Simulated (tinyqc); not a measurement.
Ballast resistance and gain from the on-state line.

Inverse problem. At high current V = BV (1 + be)^(-1/n) + I Ro. Find Ro, the intercept and be.

Inputs (values chosen for the exercise): junction breakdown voltage BV = 8.4 V; exponent of the multiplication n = 3.4.

V at I = 5.1 and 10.2 mA/um (V): [6.6560565, 9.2060565]

Answer. The slope is Ro; the intercept over BV is (1 + be)^(-1/n).

Ro = 500 ohm um
intercept = 4.11 V
be = 10.4

tinyqc, about 0.01 s, one thread, Intel Xeon 2.30GHz (shared host): `OMP_NUM_THREADS=1 python tinyqc.py 2670066 2670067 out.jsonl`
